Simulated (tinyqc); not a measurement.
# Schottky diode by thermionic emission with image-force lowering and series resistance: what changes with what

Metal on an n-type semiconductor with one parabolic valley; V > 0 is forward bias (metal positive). I = I0 [exp(Vj/(n Vt)) - 1] with Vj = V - I Rs; I0 = S A* T^2 exp(-(phi - dphi)/Vt), the lowering dphi taken at zero bias.

Parameters, values chosen for the exercise; band and dielectric values close to those of indium phosphide:
```
symbol   value   unit                             meaning
T          300      K                         temperature
me      0.0806     m0                       electron mass
eps_r     12.7                      relative permittivity
phi       0.83     eV  barrier height seen from the metal
Nd      3.6e15  cm^-3                       donor density
S       0.0096   cm^2                                area
```

Constants: q = 1.602176634e-19 C, kB = 1.380649e-23 J/K, h = 6.62607015e-34 J s, m0 = 9.1093837015e-31 kg, Vt = kB T/q, eps0 = 8.8541878128e-14 F/cm where lengths are in cm. Results are converted to the units shown.

Each table varies one quantity; the others keep the values above.

## Effect of the doping on the lowering

A* = 4 pi q me m0 kB^2/h^3 (times 1e-4 for A/(cm^2 K^2)); Nc = 2 (2 pi me m0 kB T/h^2)^1.5 (times 1e-6 for cm^-3); xi = Vt ln(Nc/Nd), Vbi = phi - xi; surface field Em = sqrt(2 q Nd (Vbi - V - Vt)/(eps0 eps_r)); dphi = sqrt(q Em/(4 pi eps0 eps_r)). Here V = 0 in Em.

Effect of the doping on the lowering:

| Nd (cm^-3) | Vbi (V) | Em (kV/cm) | dphi (meV) | I0 (A) |
|---|---|---|---|---|
| 1.1e14 | 0.6087 | 4.274 | 6.962 | 1.248e-10 |
| 2.9e14 | 0.6338 | 7.088 | 8.965 | 1.349e-10 |
| 7.4e14 | 0.6580 | 11.55 | 11.44 | 1.484e-10 |
| 1.9e15 | 0.6824 | 18.85 | 14.62 | 1.678e-10 |
| 4.9e15 | 0.7068 | 30.84 | 18.70 | 1.965e-10 |
| 1.2e16 | 0.7300 | 49.07 | 23.59 | 2.374e-10 |
| 3.2e16 | 0.7554 | 81.56 | 30.41 | 3.091e-10 |
| 8.2e16 | 0.7797 | 132.7 | 38.79 | 4.275e-10 |

What does the table show?

dphi rises from 6.96 to 38.8 meV, as Nd^(0.26) (1/4 at fixed Vbi), and I0 grows by a factor of 3.43. Emission limits the current only if the drift velocity at the surface is well above A* T^2/(q Nc) = 9.48e6 cm/s; with a mobility of 4950 cm^2/(V s) it is less than three times that in 1 of the rows, where I0 is overstated.

## Soft saturation in reverse bias

Same model as above.

Here dphi follows the bias, J = -A* T^2 exp(-(phi - dphi(V))/Vt) [1 - exp(V/Vt)], without Rs.

Soft saturation in reverse bias:

| V (V) | Em (kV/cm) | dphi (meV) | J (A/cm^2) |
|---|---|---|---|
| -0.2 | 29.93 | 18.42 | -2.024e-8 |
| -0.5 | 34.69 | 19.83 | -2.139e-8 |
| -1 | 41.43 | 21.67 | -2.297e-8 |
| -2 | 52.37 | 24.37 | -2.549e-8 |
| -4 | 69.24 | 28.02 | -2.936e-8 |
| -7 | 88.72 | 31.72 | -3.387e-8 |
| -10 | 104.6 | 34.44 | -3.764e-8 |
| -15 | 126.8 | 37.92 | -4.305e-8 |

What does the table show?

dphi rises from 18.4 to 37.9 meV, as the square root of the field, and |J| grows by a factor of 2.13: the reverse current does not saturate. Tunnelling and generation are left out.

Computed by the program tinyqc: `OMP_NUM_THREADS=1 python tinyqc.py 2640163 2640164 out.jsonl`, one thread of a shared Intel Xeon 2.30GHz, about 0.01 s for the whole run.
